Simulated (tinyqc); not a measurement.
Worked calculation: thermal boundary conductance by the acoustic and diffuse mismatch models. Computed by tinyqc, a small Python program that keeps every step. Command: `OMP_NUM_THREADS=1 python tinyqc.py 3005715 3005716 out.jsonl kapitza walk`. One thread of a shared host (Intel(R) Xeon(R) Processor @ 2.30GHz), about 0.01 s of CPU time with the checks. Intermediate numbers are printed to about 5 digits and carried at full precision; extremes and crossings named in words are read from the listed rows.

Each side has one longitudinal and two transverse Debye branches, omega = v q up to q_D = (6 pi^2 n)^(1/3), with n counting all atoms. Scattering at the interface is elastic. Electrons are left out of G, also for metals. Melting is ignored. G refers to the temperatures of the phonons sent towards the interface. Linear branches over all atoms overstate G at high T, most for crystals with several atoms a cell.

Inputs (values chosen for the exercise, modelled on copper (side 1) and lead (side 2)):

| quantity | value | unit |
|---|---|---|
| density rho_1 | 9.2 | g/cm^3 |
| longitudinal velocity vL_1 | 4900 | m/s |
| transverse velocity vT_1 | 2500 | m/s |
| atom density n_1 | 84.3 | 1/nm^3 |
| conductivity kappa_1 | 391 | W/(m K) |
| density rho_2 | 11.4 | g/cm^3 |
| longitudinal velocity vL_2 | 2330 | m/s |
| transverse velocity vT_2 | 970 | m/s |
| atom density n_2 | 32.7 | 1/nm^3 |
| conductivity kappa_2 | 35.3 | W/(m K) |
| temperature T | 50 | K |
| thickness d_1 | 48 | nm |
| thickness d_2 | 6.5 | nm |
| heat flux J | 1.6 | kW/cm^2 |

Structure: superlattice.

Constants: hbar = 1.054571817e-34 J s; k_B = 1.380649e-23 J/K.

## Cut-off frequencies and impedances

omega_c = v q_D for each branch, given as hbar omega_c/k_B; impedance Z = rho v.

Branches:

| branch | v (m/s) | cut-off (K) | Z (1e6 kg/(m^2 s)) |
|---|---|---|---|
| L, side 1 | 4900 | 639.66 | 45.080 |
| T, side 1 | 2500 | 326.36 | 23.000 |
| L, side 2 | 2330 | 221.83 | 26.562 |
| T, side 2 | 970 | 92.35 | 11.058 |

## Acoustic mismatch: transmission of each branch

No mode conversion. t(theta) = 4 Z_1 Z_2 cos(theta_1) cos(theta_2)/N^2, with N = Z_2 cos(theta_1) + Z_1 cos(theta_2) for L (the form for pressure waves) and N = Z_1 cos(theta_1) + Z_2 cos(theta_2) for both T branches (the form for shear waves polarised along the interface); sin(theta_2) = (v_2/v_1) sin(theta_1), and t = 0 beyond the critical angle arcsin(v_1/v_2); the mean over the incoming flux is alpha = 2 int t sin(theta_1) cos(theta_1) d theta_1 (64 Gauss-Legendre points).

Transmission:

| branch | t at normal incidence | largest angle from side 1 (deg) | alpha, 1 to 2 | alpha, 2 to 1 |
|---|---|---|---|---|
| L | 0.93319 | 90 | 0.79264 | 0.17922 |
| T | 0.87705 | 90 | 0.93377 | 0.14057 |

For L waves from side 1 no critical angle exists; the mean is 0.79 against 0.93 at normal incidence. For T waves from side 1 no critical angle exists, and the mean 0.93 stays near the normal-incidence 0.88.

## Diffuse mismatch: transmission at low frequency

A phonon forgets its side and branch: alpha(1 to 2) = S_2/(S_1 + S_2), S_i = 1/vL_i^2 + 2/vT_i^2.

S_1 = 3.6165e-07 s^2/m^2

S_2 = 2.3098e-06 s^2/m^2

diffuse alpha, 1 to 2 = 0.86463

## Boundary conductance

G = (k_B^4 T^3/(8 pi^2 hbar^3)) int W(x) x^4 e^x/(e^x - 1)^2 dx, x = hbar omega/(k_B T). Acoustic mismatch: W = sum over the three branches of alpha(1 to 2)/v_1^2, each up to the lower of its two cut-offs. Diffuse mismatch: W = S_1 S_2/(S_1 + S_2), where S_i sums 1/v^2 over the branches of side i still below their cut-off. Radiation limit: W = min(S_1, S_2). The integral is split at the four cut-offs (64 Gauss-Legendre points a piece, x at most 45). Boundary resistance R = 1/G and Kapitza length kappa_2/G use the diffuse value.

G, acoustic mismatch = 46.876 MW/(m^2 K)

G, diffuse mismatch = 93.429 MW/(m^2 K)

G, radiation limit = 131.38 MW/(m^2 K)

boundary resistance R = 10.703 m^2 K/GW

Kapitza length in side 2 = 377.83 nm

The diffuse value is 1.99 times the acoustic one and 71 % of the radiation limit. Diffuse scattering raises G here: it ignores the impedance mismatch and lets phonons change direction and branch. Caution: kappa_2 is of room-temperature size, so the Kapitza length is only nominal at this T. Caution: at this temperature short waves carry the heat; linear branches up to q_D overstate their velocity, and inelastic processes, left out here, grow with T.

## Conductance against temperature

The formulas are those given above.

G (MW/(m^2 K)):

| T (K) | acoustic mismatch | diffuse mismatch | radiation limit |
|---|---|---|---|
| 2 | 0.027057 | 0.025497 | 0.029489 |
| 5 | 0.42274 | 0.39838 | 0.46075 |
| 10 | 3.2483 | 3.1018 | 3.6067 |
| 20 | 15.474 | 17.999 | 22.434 |
| 40 | 38.461 | 69.027 | 95.356 |
| 80 | 61.846 | 140.47 | 201.37 |
| 150 | 72.561 | 175.85 | 254.27 |
| 300 | 76.504 | 189.11 | 274.12 |
| 600 | 77.556 | 192.67 | 279.45 |
| 1000 | 77.785 | 193.44 | 280.61 |

All three follow T^3 at the cold end (exponent 3.00 for the diffuse model) and flatten at high T (exponent 0.01 at the hot end); the lowest cut-off is 92 K. The ratio of diffuse to acoustic goes from 0.94 to 2.49. The plateau is set by the frequencies that both sides share.

## Cross-plane conductivity of the superlattice

kappa_eff = (d_1 + d_2)/(d_1/kappa_1 + d_2/kappa_2 + 2 R), two interfaces a period, with bulk conductivities in the layers; the gradient is J/kappa_eff.

kappa_eff = 2.5100 W/(m K)

kappa_eff without interfaces = 177.58 W/(m K)

interface share of the resistance = 0.98587

temperature gradient = 6.3746 K/micrometre

The interfaces carry most of the resistance: if both layers are scaled together, kappa_eff grows with the exponent 0.99, the interface share. Caution: the conductivities are of room-temperature size; at this T real values can differ much and free paths can be long. Caution: R from emitted-phonon temperatures is too large for use in series with Fourier layers, by up to a factor of about 2. Caution: layers this thin are often below the phonon free path, where bulk conductivities and independent interfaces no longer hold.

Checks made by the program: detailed balance alpha_12/v_1^2 = alpha_21/v_2^2 (relative difference below 1e-10); low-temperature limit G = pi^2 k_B^4 T^3 alpha S_1/(30 hbar^3) (relative difference below 1e-10).
